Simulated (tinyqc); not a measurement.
# Worked calculation: ellipsometry and reflectance of a transparent film on an absorbing substrate

Computed by the program tinyqc: `OMP_NUM_THREADS=1 python tinyqc.py 2870172 2870173 out.jsonl`, one thread of a shared Intel Xeon 2.30GHz, about 0.3 s for the whole run. Printed values are rounded.

Air (index 1), film, substrate with N2 = n2 - i k2; time factor exp(+i w t). q_j = sqrt(N_j^2 - sin^2 th), root with positive real part. Fresnel coefficients r_s = (q_a - q_b)/(q_a + q_b), r_p = (N_b^2 q_a - N_a^2 q_b)/(N_b^2 q_a + N_a^2 q_b). tan(Psi) exp(i Delta) = R_p/R_s, Delta taken from 0 to 360 degrees.

Values chosen for this exercise; indices close to those of silicon nitride on silicon: wavelength lam = 800 nm; angle of incidence th = 75 degrees; index of the transparent film n1 = 2.008; film thickness d = 63 nm; index of the substrate n2 = 3.692; extinction coefficient of the substrate k2 = 0.0065.

## Interface coefficients and thickness period

q0, q1, q2 and the coefficients r01 and r12 for p and s; the results repeat in d with the period lam/(2 q1).

q0 = 0.258819
q1 = 1.76041
q2 = 3.56340-0.00673i
r01,p = -0.255649
r01,s = -0.743646
r12,p = 0.250968-0.000764i
r12,s = -0.338666+0.000837i
period = 227.220 nm

## Psi, Delta and reflectances

beta = 2 pi d q1/lam, X = exp(-2 i beta), R = (r01 + r12 X)/(1 + r01 r12 X) for p and s.

beta = 0.871053 rad
X = -0.170474-0.985362i
R_p = -0.309958-0.225074i
R_s = -0.755886+0.152715i
Psi = 26.4149 degrees
Delta = 47.4070 degrees
|R_p|^2 = 0.146732
|R_s|^2 = 0.594685

The bare substrate gives Psi = 0.3359 and Delta = 9.2759 degrees.
